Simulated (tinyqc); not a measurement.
Model parameters from four stresses.

Question. The threshold shift of a transistor under bias-temperature stress follows dV = A (V/V0)^g exp[-(Ea q/kB)(1/T - 1/T0)] (t/1 s)^n. Find n, A, g and Ea.

Parameters, values chosen for the exercise: reference stress voltage V0 = 1.9 V; reference temperature T0 = 373 K.

Constants: q = 1.602176634e-19 C, kB = 1.380649e-23 J/K. Results are converted to the units shown.

dV at (V0, T0, 10 s), (V0, T0, 1000 s), (1.6 V, T0, 1000 s) and (V0, 398 K, 1000 s) (mV): 17.378008  52.480746  19.039768  60.174117

Solution. Each pair differs in one condition, and the logarithm of its ratio gives one exponent.

n = 0.2400
A = 10.00 mV
g = 5.900
Ea = 0.07000 eV

Numbers from tinyqc (`OMP_NUM_THREADS=1 python tinyqc.py 2070017 2070018 out.jsonl`; about 0.01 s on one thread of a shared Intel Xeon 2.30GHz).
